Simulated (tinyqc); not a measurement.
Inside a calculation. Model: inversion-layer mobility, back-scattering and ballistic limit of a field-effect transistor. Computed by tinyqc, a small Python program that keeps every step. Command: `OMP_NUM_THREADS=1 python tinyqc.py 3013979 3013980 out.jsonl mos walk`. One thread of a shared host (Intel(R) Xeon(R) Processor @ 2.30GHz), about 0.01 s of CPU time with the checks. Intermediate numbers are printed to about 7 digits and carried at full precision; extremes and crossings named in words are read from the listed rows.

The charge at the top of the source barrier is fixed by the gate; series resistance and short-channel effects are left out. F_j are Fermi integrals normalised to exp(eta) in the classical limit.

Inputs (values chosen for the exercise, modelled on a strained silicon n-channel):
```
quantity                                       value        unit
transport mass m                                0.18         m_0
valley degeneracy g_v                              2           -
weight w of the inversion charge                 0.5           -
permittivity eps                                11.7           -
phonon mobility at 1 MV/cm and 300 K, mu_ph      640  cm^2/(V s)
roughness mobility at 1 MV/cm, mu_sr            2400  cm^2/(V s)
Coulomb mobility at N_inv = 1e12/cm^2, mu_C      990  cm^2/(V s)
electrical oxide thickness t_inv                 1.9          nm
depletion charge N_dep                       1.8e+12      1/cm^2
gate overdrive V_G - V_T                       0.049           V
drain voltage V_D                               0.59           V
channel length L                                 450          nm
exponent a of the critical length               0.55           -
temperature T                                    300           K
```

Statistics at the top of the barrier: non-degenerate.

Constants: eps_0 = 8.8541878128e-12 F/m; e = 1.602176634e-19 C; m_0 = 9.1093837015e-31 kg; k_B = 1.380649e-23 J/K; hbar = 1.054571817e-34 J s; k_B = 8.617333262e-05 eV/K.

## Charge and field

N_inv = 3.9 eps_0 (V_G - V_T)/(e t_inv); effective field E_eff = e (N_dep + w N_inv)/(eps eps_0).

inversion density N_inv = 5.558344e+11 1/cm^2

effective field E_eff = 0.3213690 MV/cm

## Effective mobility

mu_phonon = mu_ph (E_eff/1 MV/cm)^(-0.3) (T/300 K)^(-1.75); mu_rough = mu_sr (E_eff/1 MV/cm)^(-2); mu_Coulomb = mu_C (N_inv/1e12 cm^-2) (T/300 K); Matthiessen's rule adds 1/mu.

phonon part = 899.6607 cm^2/(V s)

roughness part = 23238.24 cm^2/(V s)

Coulomb part = 550.2761 cm^2/(V s)

effective mobility mu = 336.4927 cm^2/(V s)

The Coulomb part is the lowest and holds 61 % of 1/mu.

## Ballistic limit

Non-degenerate: every F_j(eta) is replaced by exp(eta). Ballistic channel: N_2D = g_v m k_B T/(pi hbar^2), U = e V_D/(k_B T); eta_F solves N_inv = (N_2D/2)[F_0(eta_F) + F_0(eta_F - U)]; v_T = sqrt(2 k_B T/(pi m)); I/W = e (N_2D/2) v_T [F_1/2(eta_F) - F_1/2(eta_F - U)]; injection velocity v_T F_1/2(eta_F)/F_0(eta_F).

N_2D = 3.887710e+12 1/cm^2

eta_F = -1.251958

thermal velocity v_T = 1.268124 1e7 cm/s

injection velocity = 1.268124 1e7 cm/s

ballistic current I/W = 112.9321 microampere/micrometre

## Back-scattering

Mean free path lambda = (2 k_B T/e)(mu/v_T) F_0(eta_0)/F_-1/2(eta_0), with eta_0 from N_inv = N_2D F_0(eta_0); critical length l = L (1 + U)^(-a), an empirical rule; back-scattering r = l/(l + lambda). Then eta solves N_inv = (N_2D/2)[(1 + r) F_0(eta) + (1 - r) F_0(eta - U)] and I/W = e (N_2D/2) v_T (1 - r)[F_1/2(eta) - F_1/2(eta - U)]. Ballistic ratio: I over the ballistic current. Apparent mobility 1/(1/mu + 1/mu_B), mu_B = mu L/lambda.

eta_0 = -1.945105

mean free path lambda = 13.71950 nm

critical length l = 78.68144 nm

back-scattering coefficient r = 0.8515221

current I/W = 9.056291 microampere/micrometre

ballistic ratio = 0.08019236

apparent low-field mobility = 326.5373 cm^2/(V s)

L/lambda = 32.80, but at this drain voltage only the first 78.7 nm can return a carrier to the source, so the device works at 8 % of its ballistic limit. Caution: the current exceeds the long-channel drift law, so the empirical rule for l, meant for short channels, is too generous here.

## Channel length

The last column is the long-channel law e N_inv mu V/L with V = V_D - V_D^2/(2 V_ov) below pinch-off and V_ov/2 above, V_ov = V_G - V_T.

Currents (microampere/micrometre):
```
L (nm)          r       I/W  ballistic ratio  long-channel law
5       0.0599050  100.1664        0.8869615          146.8343
10      0.1130385   89.9937        0.7968831           73.4172
20      0.2031169   74.8004        0.6623488           36.7086
40      0.3376512   55.9192        0.4951581           18.3543
80      0.5048419   37.1595        0.3290433            9.1771
160     0.6709567   22.2385        0.1969191            4.5886
400     0.8360060   10.0872        0.0893210            1.8354
1000    0.9272434    4.2634        0.0377516            0.7342
```

The current scales as L^-0.94 at the long end and as L^-0.15 at the short end, where it reaches 89 % of the ballistic 113. The long-channel law passes the ballistic limit between 5.00 and 10.0 nm and has no meaning below. At 1000 nm the model gives 5.81 times the long-channel law; the rule for l is a fit for short devices and fails wherever the model exceeds that law. Raising mu by 10 % at 20 nm raises I by 3.2 %.

## The mobility curve

The formulas are those given above.

Mobilities (cm^2/(V s)):
```
V_G - V_T (V)  N_inv (1/cm^2)  E_eff (MV/cm)    phonon  roughness   Coulomb     total
0.03             3.403068e+11       0.304702  914.1495   25849.94    336.90  243.8546
0.06             6.806136e+11       0.331018  891.7116   21903.20    673.81  377.1880
0.12             1.361227e+12       0.383650  853.0991   16305.77   1347.61  506.1814
0.20             2.268712e+12       0.453825  811.1728   11652.90   2246.02  566.9482
0.35             3.970246e+12       0.585404  751.5247    7003.25   3930.54  578.7583
0.50             5.671780e+12       0.716983  707.1757    4668.67   5615.06  553.5989
0.75             8.507669e+12       0.936281  652.7668    2737.78   8422.59  496.0494
1.00             1.134356e+13       1.155580  612.8300    1797.26  11230.12  439.1316
1.50             1.701534e+13       1.594176  556.4410     944.36  16845.19  343.0043
```

The lowest part is Coulomb from 0.0300 to 0.0600, phonon from 0.120 to 1.50 V. The total peaks at 579 near E_eff = 0.59 MV/cm: screening lifts it at low density and the field presses it down at high density.

Checks made by the program: long channel and small V_D against the drift formula e N mu V_D/L (relative difference 2e-05).
